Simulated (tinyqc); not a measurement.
Schottky emission and Poole-Frenkel conduction in an insulator, and how to tell them apart: activation energy against field.

Schottky emission (electrode-limited): J = As T^2 exp[-(pb - b sqrt(F))/Vt], b = sqrt(q/(4 pi eps0 ei)). Poole-Frenkel emission (bulk-limited): J = s0 F exp[-(pt - 2 b sqrt(F))/Vt]. F in V/cm.

The activation energy is -d ln J/d(q/kB T) at fixed F.

Parameters, values chosen for the exercise; dielectric values close to those of hafnium oxide:
```
symbol,value,unit,meaning
T,325,K,temperature
ei,4.34,,high-frequency relative permittivity
pt,1.18,eV,trap depth
s0,2.4,S/cm,Poole-Frenkel prefactor
pb,1.24,eV,electrode barrier
As,40,A/(cm^2 K^2),Richardson constant
```

Constants: q = 1.602176634e-19 C, kB = 1.380649e-23 J/K, Vt = kB T/q, eps0 = 8.8541878128e-14 F/cm where lengths are in cm. Results are converted to the units shown.

Result of one run:
```
F (MV/cm),sqrt(F) ((V/cm)^0.5),"J, Schottky (A/cm^2)",its Ea (eV),"J, Poole-Frenkel (A/cm^2)",its Ea (eV)
2.04,1428,2.701e-9,1.036,2.886e-4,0.6597
```

What becomes of these results when the field F is changed from 2.04 to 4.5 MV/cm, all else the same?

Result of the changed run:
```
F (MV/cm),sqrt(F) ((V/cm)^0.5),"J, Schottky (A/cm^2)",its Ea (eV),"J, Poole-Frenkel (A/cm^2)",its Ea (eV)
4.5,2121,2.449e-7,0.9096,5.236,0.4072
```

The whole series:
```
F (MV/cm),sqrt(F) ((V/cm)^0.5),"J, Schottky (A/cm^2)",its Ea (eV),"J, Poole-Frenkel (A/cm^2)",its Ea (eV)
0.2,447.2,4.574e-12,1.215,8.117e-11,1.017
0.81,900.0,8.695e-11,1.132,1.188e-7,0.8521
1.43,1196,5.955e-10,1.078,9.835e-6,0.7444
2.04,1428,2.701e-9,1.036,2.886e-4,0.6597
2.66,1631,1.009e-8,0.9989,0.005253,0.5858
3.27,1808,3.198e-8,0.9666,0.06487,0.5212
3.89,1972,9.293e-8,0.9368,0.6515,0.4615
4.5,2121,2.449e-7,0.9096,5.236,0.4072
```

Both activation energies fall linearly in sqrt(F), the Poole-Frenkel one twice as fast (1.02 to 0.407 eV against 1.21 to 0.910 eV). They extrapolate to pt = 1.18 eV and to pb + 2 kB T = 1.30 eV, the 2 kB T coming from the T^2. The Schottky current is the smaller one in every row. For F = 2.04, 2.66, 3.27, 3.89, 4.5 a Fowler-Nordheim estimate for tunnelling through pb with a mass of 0.4 m0 exceeds the Schottky current, so tunnelling, left out here, would compete. For F = 3.27, 3.89, 4.5 a Fowler-Nordheim estimate for tunnelling through pb with a mass of 0.4 m0 exceeds the Poole-Frenkel current, so tunnelling, left out here, would compete.

Numbers from tinyqc (`OMP_NUM_THREADS=1 python tinyqc.py 2370088 2370089 out.jsonl`; about 0.01 s on one thread of a shared Intel Xeon 2.30GHz).
